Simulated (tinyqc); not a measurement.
# Circuit elements from the admittance matrix

Problem. Y belongs to a common-source circuit with y11 = i w (Cgs + Cgd), y12 = -i w Cgd, y21 = gm - i w Cgd, y22 = gds + i w (Cgd + Cd) and a resistance Rg in series with the gate; w = 2 pi f. Find Rg, Cgs + Cgd, Cgd, gm, gds and Cd.

Parameters, values chosen for the exercise:
- f = 2 GHz (signal frequency)

Y with Rg (mS):
```
                            1                            2
1  0.0007142855+0.1511066031i  -0.0001841409-0.0389548785i
2  0.6136026449-0.0418562671i   0.0160098197+0.0774026066i
```

Answer. 1/Y11 = Rg + 1/(i w (Cgs + Cgd)) gives Rg; removing it from Z11 returns the inner y, whose parts are read off.

Rg = 31.3 ohm
Cgs + Cgd = 12.0 fF
Cgd = 3.10 fF
gm = 0.614 mS
gds = 0.0160 mS
Cd = 3.00 fF

tinyqc, about 0.01 s, one thread, Intel Xeon 2.30GHz (shared host): `OMP_NUM_THREADS=1 python tinyqc.py 2150017 2150018 out.jsonl`
